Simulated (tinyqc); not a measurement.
Worked calculation: Hubbard chain of 2 sites. Computed by tinyqc, a small Python program that keeps every step. Settings: hopping = 1.3, U = 0.9, mixing = 0.5, iteration cap = 85. Command: `OMP_NUM_THREADS=1 python tinyqc.py 31536 31537 out.jsonl` (the two numbers bound the seeds that draw the settings). One thread of a shared host (Intel(R) Xeon(R) Processor @ 2.60GHz), about 0.1 s of CPU time with the checks. Later iterations appear only in the table of the cycle.

## Mean-field iteration 1

one-body matrix (hopping and site energies) (eV), order 1, 2:
```
[[0.00000, -1.30000],
 [-1.30000, 0.00000]]
```

U = 0.90000 eV

electrons, up and down: [1, 1]

mixing = 0.50000

n(up) at the start (a guess, not normalised): [0.50000, 0.50000]

n(down) at the start (a guess): [0.50000, 0.50000]

H(up) = T + U n(down), H(down) = T + U n(up); fill the lowest levels; n(new) = n + mixing (n(out) - n); E = tr T (rho up + rho down) + U sum n_up n_down of the output.

levels, up (eV): [-0.85000, 1.75000]

levels, down (eV): [-0.85000, 1.75000]

energy = -2.15000 eV

n(up) after iteration 1: [0.50000, 0.50000]

n(down) after iteration 1: [0.50000, 0.50000]

## Convergence

Each step fills the lowest levels of T + U n(other spin) and sets n(new) = n + mixing (n(out) - n); stop when output and input agree to 1e-8.

Course of the cycle:
```
iteration      E (eV)  largest |n(out) - n(in)|  mean |n_up - n_down|
1          -2.1500000                  1.11e-16               0.00000
```

local moments n_up - n_down: [0.00000, 0.00000]

Converged in 1 iterations. Before convergence this energy mixes input and output and is not variational, so it may rise towards its limit.

## The many-body Hamiltonian

Basis: all placements (u, d, 2, 0 on each site), up operators ordered before down ones; hops carry the sign of the same-spin electrons passed.

H (eV), order 20, ud, du, 02:
```
[[0.90000, -1.30000, -1.30000, 0.00000],
 [-1.30000, 0.00000, 0.00000, -1.30000],
 [-1.30000, 0.00000, 0.00000, -1.30000],
 [0.00000, -1.30000, -1.30000, 0.90000]]
```

## Exact diagonalisation (4 states)

Lowest levels of the sector, and the double occupancy of the lowest state.

lowest levels (eV): [-2.18865, 0.00000, 0.90000, 3.08865]

double occupancy per site = 0.20736

The mean-field solution above lies 0.0387 eV above the exact energy.
